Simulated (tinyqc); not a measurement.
On-chip interconnect, size-dependent resistivity and RC delay: course in time.

A rectangular line between two neighbours and two ground planes. Surface and grain-boundary scattering are added to the bulk resistivity as corrections; capacitances are parallel-plate values without fringing; inductance is ignored.

5 equal pi sections: series Rs = r Lw/5; node capacitances c Lw/5, halved at nodes 0 and 5, with Cl added to node 5; Rd feeds node 0. Elmore delay of node k: the sum, over the resistors on the path to k, of resistance times all capacitance downstream of it.

A 1 V step is applied behind Rd at t = 0. C dv/dt = -G v + b, with G the conductance matrix of the ladder (1/Rs between neighbours, 1/Rd added at node 0) and b = (1 V/Rd, 0, ...). Backward Euler step: (C/dt + G) v(new) = (C/dt) v + b. The last column solves the same ladder exactly by its modes.

Values chosen for this exercise:

| symbol | value | unit | meaning |
|---|---|---|---|
| Rd | 3300 | ohm | driver resistance |
| dt | 1800 | ps | time step |

Rs = 24602.1 ohm
C, node 0 to 5 (fF): 8.38669  16.7734  16.7734  16.7734  16.7734  8.48069

Voltages (V):
```
t (ps)   node 0   node 2   node 5  node 5, exact
1800.0  0.93905  0.38135  0.17330        0.16967
3600.0  0.97153  0.59362  0.37779        0.43795
5400.0  0.98109  0.71929  0.54840        0.62471
7200.0  0.98679  0.80215  0.67641        0.74958
9000.0  0.99065  0.85960  0.76914        0.83290
10800   0.99336  0.90014  0.83553        0.88850
12600   0.99527  0.92893  0.88288        0.92560
14400   0.99664  0.94941  0.91661        0.95036
16200   0.99760  0.96398  0.94063        0.96688
18000   0.99829  0.97436  0.95773        0.97790
19800   0.99879  0.98174  0.96991        0.98525
21600   0.99914  0.98700  0.97857        0.99016
```

What does the table show?

The far end of the ladder reaches 0.5 V at 4122 ps, 0.757 of its Elmore delay (ln 2 = 0.693 for a single pole); the slowest mode has a time constant of 4449 ps. The largest error of the backward Euler steps at that node is 76 mV.

Numbers from tinyqc (`OMP_NUM_THREADS=1 python tinyqc.py 2100036 2100037 out.jsonl`; about 0.01 s on one thread of a shared Intel Xeon 2.30GHz).
